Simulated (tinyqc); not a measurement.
Effective charge: two electrons on one impurity (helium-like model).

Units Ha* = 2 Ry m/eps^2 and a* = a0 eps/m. One electron is bound by Z^2/2. Two electrons in the singlet built from exp(-a r) and exp(-b r): S = 8 (ab)^(3/2)/(a + b)^3, h_aa = a^2/2 - Z a, h_bb alike, h_ab = S (ab/2 - Z (a + b)/2), J = ab (a^2 + 3ab + b^2)/(a + b)^3, K = 20 (ab)^3/(a + b)^5, E = (h_aa + h_bb + 2 S h_ab + J + K)/(1 + S^2). For a = b this is a^2 - 2 Z a + 5a/8. Real double donors are deeper, since the central cell is left out.

Values chosen for the exercise (out of a larger set: near those of impurities in Ge; not measured data): m = 0.172 m0 (one mean mass); eps = 16.3 (dielectric constant); Zs = (0.98, 1.06, 1.26, 1.44, 2.14, 2.68, 3.72) (charges).

Ha* = 17.6159 meV

Binding of the first electron, of the second (-E - Z^2/2) with equal and with unequal orbitals, and U, the first less the second (unequal).

Results (meV):

| Z | first | second, equal | second, unequal | a/b | U | U/(Z Ha*) |
|---|---|---|---|---|---|---|
| 0.98 | 8.5 | -0.61 | 0.13 | 3.92 | 8.3 | 0.483 |
| 1.06 | 9.9 | -0.05 | 0.62 | 3.19 | 9.3 | 0.497 |
| 1.44 | 18.3 | 4.13 | 4.68 | 2.22 | 13.6 | 0.536 |
| 2.14 | 40.3 | 18.50 | 18.98 | 1.78 | 21.4 | 0.566 |
| 2.68 | 63.3 | 35.48 | 35.94 | 1.64 | 27.3 | 0.579 |
| 3.72 | 121.9 | 82.65 | 83.10 | 1.50 | 38.8 | 0.592 |

Give the missing row, Z = 1.26.

Computed row:
```
Z     first  second, equal  second, unequal   a/b     U  U/(Z Ha*)
1.26   14.0           1.83             2.42  2.50  11.6      0.521
```

Equal orbitals bind a second electron only above Z = (5/16)/(1 - 1/sqrt2) = 1.067; unequal ones do so in 7 of the 7 rows. Their gain is 0.74 meV in the first row and 0.45 in the last, while the second binding grows to 83 meV, so the gain decides the matter only near Z = 1. U grows almost linearly with Z: U/(Z Ha*) goes from 0.483 to 0.592, towards 5/8, while the first binding grows as Z^2. Angular correlation is left out: at Z = 1 this function binds the second electron by 0.0133 Ha*, half the exact 0.0278.

(tinyqc, `OMP_NUM_THREADS=1 python tinyqc.py 1252181 1252182 out.jsonl`, Intel(R) Xeon(R) Processor @ 2.30GHz, 1 thread, shared host, about 0.03 s.)
